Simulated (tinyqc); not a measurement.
Finite-difference solution of the diffusion equation on a small grid: one step, computed by the program tinyqc.

dC/dt = D d2C/dx2 on nodes x_j = j dx, j = 0..9; the far end is sealed.

Problem. Time step 1. With r = D dt/dx^2: (1 - theta r M) C(new) = (1 + (1 - theta) r M) C(old); theta = 0 explicit, 1 implicit, 1/2 Crank-Nicolson.

Boundary at x = 0: surface loss. Scheme: Crank-Nicolson.

operator M:
```
           0          1          2          3          4          5          6          7
0  -2.183333   2.000000   0.000000   0.000000   0.000000   0.000000   0.000000   0.000000
1   1.000000  -2.000000   1.000000   0.000000   0.000000   0.000000   0.000000   0.000000
2   0.000000   1.000000  -2.000000   1.000000   0.000000   0.000000   0.000000   0.000000
3   0.000000   0.000000   1.000000  -2.000000   1.000000   0.000000   0.000000   0.000000
4   0.000000   0.000000   0.000000   1.000000  -2.000000   1.000000   0.000000   0.000000
5   0.000000   0.000000   0.000000   0.000000   1.000000  -2.000000   1.000000   0.000000
6   0.000000   0.000000   0.000000   0.000000   0.000000   1.000000  -2.000000   1.000000
7   0.000000   0.000000   0.000000   0.000000   0.000000   0.000000   1.000000  -2.000000
8   0.000000   0.000000   0.000000   0.000000   0.000000   0.000000   0.000000   1.000000
9   0.000000   0.000000   0.000000   0.000000   0.000000   0.000000   0.000000   0.000000

           8          9
0   0.000000   0.000000
1   0.000000   0.000000
2   0.000000   0.000000
3   0.000000   0.000000
4   0.000000   0.000000
5   0.000000   0.000000
6   0.000000   0.000000
7   1.000000   0.000000
8  -2.000000   1.000000
9   2.000000  -2.000000
```

mesh ratio r = 0.5472

C at the start (%): 40.00  56.20  100.00  79.40  35.10  6.66  0.00  0.00  0.00  0.00

Give: C after step 1.

Solution.

C after step 1 (%): 51.19  63.79  76.51  67.79  40.31  16.02  4.14  0.76  0.14  0.05
